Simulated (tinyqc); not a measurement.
Coupled-perturbed Hartree-Fock on RHF in the sto-3g basis, for BeH2, spin multiplicity 1, step by step. One step of it, computed by the program tinyqc.

Task: Coupled step 1. U_ai = -(mu_ai + sum_bj [4 (ai|bj) - (ab|ij) - (aj|bi)] U_bj) / (e_a - e_i); alpha = -4 sum U_ai mu_ai.

uncoupled U:
```
,i1,i2,i3
a4,0.000000,0.000000,0.000000
a5,0.000000,0.000000,0.000000
a6,0.000649,0.083665,2.006146
a7,-0.026124,0.664401,-0.021588
```

dipole integrals <a|y|i> (bohr):
```
,i1,i2,i3
a4,0.000000,0.000000,0.000000
a5,0.000000,0.000000,0.000000
a6,-0.003162,-0.062458,-1.409264
a7,0.135872,-0.714040,0.022250
```

orbital energies (hartree): MO1 -4.536492, MO2 -0.410181, MO3 -0.366121, MO4 0.213541, MO5 0.213541, MO6 0.336352, MO7 0.664531

Two-electron integrals over orbitals (pq|rs), unique and non-zero (hartree):
```
p,q,r,s,(pq|rs)
1,1,1,1,2.272049
2,1,1,1,-0.185501
2,1,2,1,0.023422
2,2,1,1,0.453211
2,2,2,1,-0.005536
2,2,2,2,0.372357
3,1,1,1,0.011192
3,1,2,1,-0.001094
3,1,2,2,0.001742
3,1,3,1,0.004991
3,2,1,1,-0.000822
3,2,2,1,0.000886
3,2,2,2,0.021335
3,2,3,1,0.010412
3,2,3,2,0.154800
3,3,1,1,0.412459
3,3,2,1,-0.002394
3,3,2,2,0.378276
3,3,3,1,-0.001097
3,3,3,2,-0.017505
3,3,3,3,0.406324
4,1,4,1,0.015740
4,2,4,1,0.014872
4,2,4,2,0.047058
4,3,4,1,-0.000916
4,3,4,2,-0.002085
4,3,4,3,0.012182
4,4,1,1,0.569186
4,4,2,1,-0.007139
4,4,2,2,0.350807
4,4,3,1,0.000418
4,4,3,2,-0.000216
4,4,3,3,0.330534
4,4,4,4,0.449859
5,1,5,1,0.015740
5,2,5,1,0.014872
5,2,5,2,0.047058
5,3,5,1,-0.000916
5,3,5,2,-0.002085
5,3,5,3,0.012182
5,4,5,4,0.024249
5,5,1,1,0.569186
5,5,2,1,-0.007139
5,5,2,2,0.350807
5,5,3,1,0.000418
5,5,3,2,-0.000216
5,5,3,3,0.330534
5,5,4,4,0.401360
5,5,5,5,0.449859
6,1,1,1,-0.192873
6,1,2,1,0.024783
6,1,2,2,-0.005913
6,1,3,1,-0.001684
6,1,3,2,-0.000213
6,1,3,3,-0.002798
6,1,4,4,-0.005797
6,1,5,5,-0.005797
6,1,6,1,0.026350
6,2,1,1,0.139617
6,2,2,1,-0.005912
6,2,2,2,-0.013708
6,2,3,1,0.000173
6,2,3,2,-0.006567
6,2,3,3,-0.039648
6,2,4,4,0.069871
6,2,5,5,0.069871
6,2,6,1,-0.005275
6,2,6,2,0.083987
6,3,1,1,-0.013250
6,3,2,1,0.000422
6,3,2,2,-0.011403
6,3,3,1,-0.000206
6,3,3,2,-0.091008
6,3,3,3,0.014093
6,3,4,4,-0.006887
6,3,5,5,-0.006887
6,3,6,1,0.000409
6,3,6,2,-0.003132
6,3,6,3,0.088918
6,4,4,1,0.016093
6,4,4,2,0.046263
6,4,4,3,-0.003191
6,4,6,4,0.048781
6,5,5,1,0.016093
6,5,5,2,0.046263
6,5,5,3,-0.003191
6,5,6,5,0.048781
6,6,1,1,0.455424
6,6,2,1,-0.006613
6,6,2,2,0.371230
6,6,3,1,0.000023
6,6,3,2,-0.004555
6,6,3,3,0.383655
6,6,4,4,0.349056
6,6,5,5,0.349056
6,6,6,1,-0.006491
6,6,6,2,-0.026595
6,6,6,3,0.005515
6,6,6,6,0.389121
7,1,1,1,-0.004338
7,1,2,1,0.001170
7,1,2,2,0.002133
7,1,3,1,0.009231
7,1,3,2,0.016925
7,1,3,3,-0.002104
7,1,4,4,-0.000096
7,1,5,5,-0.000096
7,1,6,1,0.000254
7,1,6,2,-0.000342
7,1,6,3,0.000513
7,1,6,6,-0.000784
7,1,7,1,0.017635
7,2,1,1,0.011964
7,2,2,1,-0.000087
7,2,2,2,-0.005393
7,2,3,1,0.004646
7,2,3,2,-0.038136
7,2,3,3,0.002472
7,2,4,4,0.005552
7,2,5,5,0.005552
7,2,6,1,-0.000511
7,2,6,2,0.009399
7,2,6,3,0.062478
7,2,6,6,-0.000281
7,2,7,1,0.008462
7,2,7,2,0.057989
7,3,1,1,0.151001
7,3,2,1,-0.003887
7,3,2,2,0.001770
7,3,3,1,-0.000148
7,3,3,2,-0.000899
7,3,3,3,-0.017879
7,3,4,4,0.071828
7,3,5,5,0.071828
7,3,6,1,-0.003517
7,3,6,2,0.079386
7,3,6,3,-0.009328
7,3,6,6,-0.020030
7,3,7,1,-0.000715
7,3,7,2,0.004671
7,3,7,3,0.087715
7,4,4,1,0.000398
7,4,4,2,0.001977
7,4,4,3,0.013046
7,4,6,4,0.000790
7,4,7,4,0.017018
7,5,5,1,0.000398
7,5,5,2,0.001977
7,5,5,3,0.013046
7,5,6,5,0.000790
7,5,7,5,0.017018
7,6,1,1,-0.000641
7,6,2,1,0.000627
7,6,2,2,0.017742
7,6,3,1,0.009521
7,6,3,2,0.137682
7,6,3,3,-0.017574
7,6,4,4,0.000218
7,6,5,5,0.000218
7,6,6,1,-0.000358
7,6,6,2,-0.005049
7,6,6,3,-0.090824
7,6,6,6,-0.005508
7,6,7,1,0.015933
7,6,7,2,-0.045864
7,6,7,3,0.000069
7,6,7,6,0.135455
7,7,1,1,0.539863
7,7,2,1,-0.007231
7,7,2,2,0.396045
7,7,3,1,0.000815
7,7,3,2,0.007572
7,7,3,3,0.409586
7,7,4,4,0.374852
7,7,5,5,0.374852
7,7,6,1,-0.007317
7,7,6,2,-0.016376
7,7,6,3,-0.003922
7,7,6,6,0.404802
7,7,7,1,0.000441
7,7,7,2,-0.002885
7,7,7,3,0.005549
7,7,7,6,0.005528
7,7,7,7,0.447921
```

Give: U after step 1; polarisability.

Result:

U after step 1:
```
,i1,i2,i3
a4,0.0000,0.0000,0.0000
a5,0.0000,0.0000,0.0000
a6,0.0006,0.1041,2.3090
a7,-0.0312,0.7405,-0.0181
```

polarisability = 15.1757 bohr^3
